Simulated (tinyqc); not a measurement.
Gate work function from the charge.

Question. For an undoped double gate, Q = 8 eps0 eps_r Vt beta tan(beta)/ts with 0 < beta < pi/2, and at the source (Vg - dphi)/(2 Vt) - ln[(2/ts) sqrt(2 eps0 eps_r Vt/(q ni))] = ln(beta) - ln(cos beta) + 2 r beta tan(beta), r = eps_r tox/(eox ts). Find beta and dphi.

Values chosen for this exercise; material values close to those of silicon:
- T = 400 K (temperature)
- eps_r = 11.9 (relative permittivity of the semiconductor)
- eox = 7.59 (relative permittivity of the gate insulator)
- tox = 4.7 nm (insulator thickness)
- ts = 15 nm (body thickness)
- Vg = 0.43 V (gate voltage)

Constants: q = 1.602176634e-19 C, kB = 1.380649e-23 J/K, Vt = kB T/q, eps0 = 8.8541878128e-14 F/cm where lengths are in cm. Results are converted to the units shown.

Qs = 0.91851276 nC/cm^2
ni = 3.6629846e12 cm^-3

Solution. beta tan(beta) rises from 0 without bound on the interval, so the charge fixes beta; the second relation is then explicit in dphi.

beta = 0.0688
dphi = 0.190 V

Program tinyqc, `OMP_NUM_THREADS=1 python tinyqc.py 2440064 2440065 out.jsonl`; Intel Xeon 2.30GHz, shared host, one thread, about 0.01 s.
